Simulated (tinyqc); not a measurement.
Worked calculation: G0W0 on RHF in the sto-3g basis, for BeH2, spin multiplicity 1. One step of it, computed by the program tinyqc.

Problem. G0W0 on Hartree-Fock: LUMO. W(p,q,m) = sqrt2 sum_ia (pq|ia) (X+Y)_ia,m; Sigma_c(x) = sum_(i,m) W^2/(x - e_i + w_m) + sum_(a,m) W^2/(x - e_a - w_m); solve x = e_p + Sigma_c(x) by Newton steps; Z = 1/(1 - dSigma/dx); 1 hartree = 27.211386 eV.

orbital energies (hartree): MO1 -4.530879, MO2 -0.425675, MO3 -0.381250, MO4 0.213811, MO5 0.213811, MO6 0.371785, MO7 0.738482

Two-electron integrals over orbitals (pq|rs), unique and non-zero (hartree):
```
(11|11) 2.271836    (21|11) -0.185745   (21|21) 0.023595    (22|11) 0.462870
(22|21) -0.004868   (22|22) 0.400683    (31|11) -0.032013   (31|21) 0.003089
(31|22) -0.005209   (31|31) 0.005696    (32|11) 0.001470    (32|21) -0.002586
(32|22) -0.057646   (32|31) 0.010422    (32|32) 0.139770    (33|11) 0.425078
(33|21) -0.003207   (33|22) 0.369995    (33|31) 0.003286    (33|32) 0.046963
(33|33) 0.430469    (41|41) 0.015751    (42|41) 0.014747    (42|42) 0.046683
(43|41) 0.002614    (43|42) 0.005797    (43|43) 0.013790    (44|11) 0.569183
(44|21) -0.007259   (44|22) 0.356457    (44|31) -0.001209   (44|32) 0.000226
(44|33) 0.337983    (44|44) 0.449859    (51|51) 0.015751    (52|51) 0.014747
(52|52) 0.046683    (53|51) 0.002614    (53|52) 0.005797    (53|53) 0.013790
(54|54) 0.024249    (55|11) 0.569183    (55|21) -0.007259   (55|22) 0.356457
(55|31) -0.001209   (55|32) 0.000226    (55|33) 0.337983    (55|44) 0.401360
(55|55) 0.449859    (61|11) -0.191295   (61|21) 0.024532    (61|22) -0.006443
(61|31) 0.004791    (61|32) 0.000640    (61|33) -0.002814   (61|44) -0.005569
(61|55) -0.005569   (61|61) 0.026079    (62|11) 0.128379    (62|21) -0.006001
(62|22) -0.021946   (62|31) -0.000406   (62|32) 0.017576    (62|33) -0.035334
(62|44) 0.062900    (62|55) 0.062900    (62|61) -0.004890   (62|62) 0.079158
(63|11) 0.035931    (63|21) -0.001129   (63|22) 0.031015    (63|31) -0.000825
(63|32) -0.084164   (63|33) -0.039333   (63|44) 0.018302    (63|55) 0.018302
(63|61) -0.001152   (63|62) 0.007762    (63|63) 0.089610    (64|41) 0.016200
(64|42) 0.045722    (64|43) 0.009109    (64|64) 0.049452    (65|51) 0.016200
(65|52) 0.045722    (65|53) 0.009109    (65|65) 0.049452    (66|11) 0.462785
(66|21) -0.006798   (66|22) 0.374384    (66|31) -0.000092   (66|32) 0.011605
(66|33) 0.395160    (66|44) 0.354740    (66|55) 0.354740    (66|61) -0.006390
(66|62) -0.026466   (66|63) -0.015459   (66|66) 0.397486    (71|11) -0.011193
(71|21) 0.003299    (71|22) 0.006387    (71|31) -0.009354   (71|32) -0.016907
(71|33) -0.006278   (71|44) -0.000215   (71|55) -0.000215   (71|61) 0.000528
(71|62) -0.000999   (71|63) -0.000103   (71|66) -0.002159   (71|71) 0.018739
(72|11) 0.032189    (72|21) -0.000335   (72|22) -0.016759   (72|31) -0.004357
(72|32) 0.038493    (72|33) 0.007383    (72|44) 0.014470    (72|55) 0.014470
(72|61) -0.001360   (72|62) 0.025599    (72|63) -0.057112   (72|66) -0.001091
(72|71) 0.007940    (72|72) 0.060749    (73|11) -0.144956   (73|21) 0.004184
(73|22) -0.000083   (73|31) -0.000423   (73|32) -0.001855   (73|33) 0.017076
(73|44) -0.066834   (73|55) -0.066834   (73|61) 0.003328    (73|62) -0.072580
(73|63) -0.025414   (73|66) 0.020630    (73|71) 0.002064    (73|72) -0.011993
(73|73) 0.082821    (74|41) 0.001098    (74|42) 0.005539    (74|43) -0.012539
(74|64) 0.002231    (74|74) 0.017049    (75|51) 0.001098    (75|52) 0.005539
(75|53) -0.012539   (75|65) 0.002231    (75|75) 0.017049    (76|11) -0.002096
(76|21) 0.001929    (76|22) 0.049929    (76|31) -0.009751   (76|32) -0.130107
(76|33) -0.049746   (76|44) 0.000697    (76|55) 0.000697    (76|61) -0.000989
(76|62) -0.014208   (76|63) 0.089921    (76|66) -0.015254   (76|71) 0.016137
(76|72) -0.048803   (76|73) -0.001021   (76|76) 0.135478    (77|11) 0.551003
(77|21) -0.007434   (77|22) 0.411741    (77|31) -0.002331   (77|32) -0.019961
(77|33) 0.414222    (77|44) 0.379845    (77|55) 0.379845    (77|61) -0.007850
(77|62) -0.023195   (77|63) 0.009460    (77|66) 0.412512    (77|71) 0.001096
(77|72) -0.009653   (77|73) -0.002119   (77|76) 0.014850    (77|77) 0.461469
```

excitation energies w (hartree): 0.620876  0.620876  0.727531  0.727531  0.874016  0.892718  1.286339  1.331327  4.776138  4.776138  4.954556  5.306733

X + Y:
```
             1          2          3          4          5          6          7          8
1>4  -0.000896   0.000000  -0.011918   0.000019   0.000000   0.000000   0.000000   0.000000
1>5   0.000000  -0.000896  -0.000019  -0.011918   0.000000   0.000000   0.000000   0.000000
1>6   0.000000   0.000000   0.000000   0.000000  -0.000485   0.002614  -0.001349  -0.003515
1>7   0.000000   0.000000   0.000000   0.000000  -0.002026  -0.000157  -0.005506   0.002315
2>4  -0.100874  -0.000030   0.932886  -0.001486   0.000000   0.000000   0.000000   0.000000
2>5   0.000030  -0.100874   0.001486   0.932886   0.000000   0.000000   0.000000   0.000000
2>6   0.000000   0.000000   0.000000   0.000000  -0.413794   0.796617  -0.097326  -0.227824
2>7   0.000000   0.000000   0.000000   0.000000   0.298167   0.034910   0.713785  -0.568304
3>4   0.974142   0.000292   0.089889  -0.000143   0.000000   0.000000   0.000000   0.000000
3>5  -0.000292   0.974142   0.000143   0.089889   0.000000   0.000000   0.000000   0.000000
3>6   0.000000   0.000000   0.000000   0.000000   0.801068   0.389979  -0.204636   0.043647
3>7   0.000000   0.000000   0.000000   0.000000  -0.031701   0.368679   0.552139   0.674317

            9        10         11         12
1>4  0.000000  0.996691   0.000000   0.000000
1>5  0.996691  0.000000   0.000000   0.000000
1>6  0.000000  0.000000   0.994742   0.002856
1>7  0.000000  0.000000  -0.003064   0.996463
2>4  0.000000  0.001687   0.000000   0.000000
2>5  0.001687  0.000000   0.000000   0.000000
2>6  0.000000  0.000000  -0.000663  -0.000117
2>7  0.000000  0.000000  -0.000283   0.001387
3>4  0.000000  0.000278   0.000000   0.000000
3>5  0.000278  0.000000   0.000000   0.000000
3>6  0.000000  0.000000  -0.000146  -0.000021
3>7  0.000000  0.000000   0.000656   0.000347
```

Give: The 12 largest terms at x = e_p; Newton steps; quasiparticle energy of the LUMO; Hartree-Fock value.

Solution.

The 12 largest terms at x = e_p (hartree; W for the signs of X + Y given):
```
q   m        W       term
4   8  -0.0945    -0.0067
6   3   0.0612    -0.0042
2   3   0.0621     0.0028
4   6   0.0468    -0.0025
4   7  -0.0515    -0.0021
7   1  -0.0181  -2.85e-04
3   1   0.0182   2.71e-04
6  10   0.0229  -1.07e-04
2  10   0.0209   8.07e-05
1   3   0.0195   6.96e-05
3   3   0.0094   6.62e-05
4   5  -0.0070  -5.56e-05
```

Newton steps (hartree):
```
step       x  Sigma_c(x)       Z
0     0.2138     -0.0126  0.9833
1     0.2014     -0.0124  0.9836
2     0.2014     -0.0124  0.9836
```

quasiparticle energy of the LUMO = 5.4803 eV

Hartree-Fock value = 5.8181 eV
